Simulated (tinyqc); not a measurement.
Non-radiative capture by multiphonon emission, one effective mode. Inputs raised by 5 %, one at a time. Computed by tinyqc, a small Python program. Command: `OMP_NUM_THREADS=1 python tinyqc.py 3001982 3001983 out.jsonl capture sens`. One thread of a shared host (Intel(R) Xeon(R) Processor @ 2.30GHz), about 0.06 s of CPU time with the checks.

The initial state (free carrier plus empty centre) lies dE above the final state; both have the same frequency and are displaced by dQ.

Inputs (values chosen for the exercise, with mass, screening and phonons like those of InP):

| quantity | value | unit |
|---|---|---|
| energy released dE | 0.716 | eV |
| phonon energy hbar omega | 33.1 | meV |
| Huang-Rhys factor S | 10 | - |
| electron-phonon coupling W | 0.039 | eV/(u^(1/2) angstrom) |
| cell volume V | 1190 | angstrom^3 |
| degeneracy g | 2 | - |
| broadening b | 29 | meV |
| carrier mass m | 0.593 | m_0 |
| dielectric constant eps | 12.2 | - |
| temperature T | 300 | K |
| defect density N_t | 4e+15 | cm^-3 |

Centre: attractive.

Constants: hbar^2/u = 4.18015928e-03 eV angstrom^2; k_B = 8.617333262e-05 eV/K; hbar = 6.582119569e-16 eV s; Ry = 13.605693123 eV; k_B = 1.380649e-23 J/K; m_0 = 9.1093837015e-31 kg.

Method:
- dQ = sqrt(2 S (hbar^2/u)/hbar omega); relaxation energy lambda = S hbar omega; phonons needed P = dE/hbar omega; classical barrier E_b = (dE - lambda)^2/(4 lambda); occupation n = 1/(exp(hbar omega/k_B T) - 1).
- Huang-Rhys weight for a net emission of p phonons: L_p = exp(-S (2n + 1)) ((n + 1)/n)^(p/2) I_p(2 S sqrt(n (n + 1))), I_p the modified Bessel function.
- M_p = sum_m w_m <m_i|Q|(m + p)_f>^2 with Q counted from the final minimum and Boltzmann weights w_m for m = 0..24; <m_i|Q|k_f> = sqrt((hbar^2/u)/(2 hbar omega)) [sqrt(k) <m|k-1> + sqrt(k+1) <m|k+1>], with overlaps of oscillators displaced by d = sqrt(2 S) summed on 1500 points from -16 to 16 + d.
- The delta function is a Gaussian of standard deviation b at dE - p hbar omega.
- C_0 = V (2 pi/hbar) g W^2 sum_p M_p Gaussian_p. The sum runs over the seven p from round(P) - 3 to round(P) + 3; 1 angstrom^3 = 1e-24 cm^3.
- Sommerfeld factor of an attractive centre: s(k) = 2 pi nu/(1 - exp(-2 pi nu)), nu = sqrt(Ry*/E), Ry* = Ry m/eps^2, averaged over (2/sqrt(pi)) sqrt(x) exp(-x) dx with x = E/k_B T = t^2 (trapezoid, t to 6 in steps of 0.01).
- C = s C_0; v = sqrt(3 k_B T/m); sigma = C/v; tau = 1/(C N_t).

Runs:

| input moved | from | to | cross-section sigma (cm^2) | classical barrier E_b (eV) | capture time (s) | Sommerfeld factor s |
|---|---|---|---|---|---|---|
| base run | - | - | 1.2927e-14 | 0.11195 | 1.2751e-09 | 10.276 |
| energy released dE (eV) | 0.716 | 0.7518 | 7.5068e-15 | 0.13374 | 2.1958e-09 | 10.276 |
| Huang-Rhys factor S | 10 | 10.5 | 1.8521e-14 | 0.09765 | 8.8999e-10 | 10.276 |
| electron-phonon coupling W (eV/(u^(1/2) angstrom)) | 0.039 | 0.04095 | 1.4252e-14 | 0.11195 | 1.1565e-09 | 10.276 |
| temperature T (K) | 300 | 315 | 1.3438e-14 | 0.11195 | 1.1971e-09 | 10.030 |
| carrier mass m (m_0) | 0.593 | 0.62265 | 1.3572e-14 | 0.11195 | 1.2445e-09 | 10.528 |
| dielectric constant eps | 12.2 | 12.81 | 1.2315e-14 | 0.11195 | 1.3385e-09 | 9.789 |
| defect density N_t (cm^-3) | 4e+15 | 4.2e+15 | 1.2927e-14 | 0.11195 | 1.2144e-09 | 10.276 |

Exponents ln(y'/y) / ln(x'/x):

| input | cross-section sigma | classical barrier E_b | capture time | Sommerfeld factor s |
|---|---|---|---|---|
| energy released dE | -11.140 | 3.645 | 11.140 | 0.000 |
| Huang-Rhys factor S | 7.370 | -2.801 | -7.370 | 0.000 |
| electron-phonon coupling W | 2.000 | 0.000 | -2.000 | 0.000 |
| temperature T | 0.794 | 0.000 | -1.294 | -0.497 |
| carrier mass m | 0.998 | 0.000 | -0.498 | 0.498 |
| dielectric constant eps | -0.994 | 0.000 | 0.994 | -0.994 |
| defect density N_t | 0.000 | 0.000 | -1.000 | 0.000 |

Among the inputs moved here: cross-section sigma answers most in size to energy released dE (exponent -11.140), next to Huang-Rhys factor S (+7.370); its exponent is below 0.0005 for defect density N_t. Classical barrier E_b answers most in size to energy released dE (exponent +3.645), next to Huang-Rhys factor S (-2.801); its exponent is below 0.0005 for electron-phonon coupling W, temperature T, carrier mass m, dielectric constant eps, defect density N_t. Capture time answers most in size to energy released dE (exponent +11.140), next to Huang-Rhys factor S (-7.370). Its exponent -1.000 in defect density N_t: tau = 1/(C N_t). Sommerfeld factor s answers most in size to dielectric constant eps (exponent -0.994), next to carrier mass m (+0.498); its exponent is below 0.0005 for energy released dE, Huang-Rhys factor S, electron-phonon coupling W, defect density N_t. Its exponent -0.497 in temperature T: the attractive limit s = 4 sqrt(pi Ry*/k_B T). Its exponent +0.498 in carrier mass m: the attractive limit, s goes as sqrt(Ry*).

Caution (all rows): the largest term is not the one nearest energy conservation, so C_0 depends strongly on the broadening b.

Extremes, crossings and ranges named in words are read from the listed rows.
